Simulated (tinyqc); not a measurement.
# Worked calculation: trench capacitor in an array: capacitance, non-linearity, leakage and relaxation

Numbers from tinyqc (`OMP_NUM_THREADS=1 python tinyqc.py 2102142 2102143 out.jsonl`; about 0.01 s on one thread of a shared Intel Xeon 2.30GHz). Printed values are rounded.

A film between two metal electrodes, each interface adding a series capacitance ci. The small-signal permittivity is ek (1 + aq E^2); the field is found with the linear permittivity. Leakage J = J0 sinh(E/Ef). After a voltage step the film passes a relaxation current kr C V tt^(-nr), tt being the time in seconds. The sidewall is a coaxial capacitor with radii a = dm/2 - t and b = dm/2, depth AR dm; the end face is left out.

Parameters, values chosen for the exercise; permittivity of the order of that of titanium dioxide: relative permittivity of the film ek = 85.6; film thickness t = 7.1 nm; capacitance of each electrode interface (dead layer and screening) ci = 130 uF/cm^2; quadratic field coefficient of the permittivity aq = 0.011 cm^2/MV^2; bias V = 1.9 V; leakage prefactor J0 = 5.7e-11 A/cm^2; field for an e-fold rise of the leakage Ef = 0.49 MV/cm; diameter of the hole dm = 51 nm; aspect ratio, depth over diameter AR = 10; pitch of the square array pt = 98 nm; resistivity of the inner electrode rho = 100 uohm cm.

Constants: eps0 = 8.8541878128e-14 F/cm where lengths are in cm. Results are converted to the units shown.

Range of the model: The field exceeds about 1.5 MV/cm, a sizeable part of the breakdown field expected for this permittivity.

## Planar capacitance, field and non-linearity

Planar film: Cf = eps0 ek/t, 1/C = 1/Cf + 2/ci, EOT = 3.9 eps0/C, effective permittivity C t/eps0, E = (V/t) C/Cf; quadratic coefficient [C(V)/C - 1]/V^2 with Cf (1 + aq E^2) in C(V).

Cf = 10.67491 uF/cm^2
C = 9.169077 uF/cm^2
EOT = 0.3766064 nm
effective permittivity = 73.52503
E = 2.298565 MV/cm
quadratic coefficient = 13715.59 ppm/V^2
J = 3.104997e-9 A/cm^2

The interfaces take 14.1 % of the voltage.

## Cell capacitance, fields and time constant

Per length 1/c = ln(b/a)/(2 pi eps0 ek) + (1/a + 1/b)/(2 pi ci); cell capacitance c AR dm; per footprint over pt^2; fields c V/(2 pi eps0 ek r) at r = a and b; resistance of the inner electrode rho AR dm/(pi a^2); time constant R C/3 of the distributed line.

a = 18.4 nm
b = 25.5 nm
cell capacitance = 6.376586 fF
capacitance per footprint = 66.39510 uF/cm^2
field at a = 2.711137 MV/cm
field at b = 1.956271 MV/cm
R = 0.4794956 kohm
R C/3 = 1.019182 ps

The array gives 7.24 times the planar capacitance per footprint; curvature makes the field at the inner electrode 1.18 times the planar value.
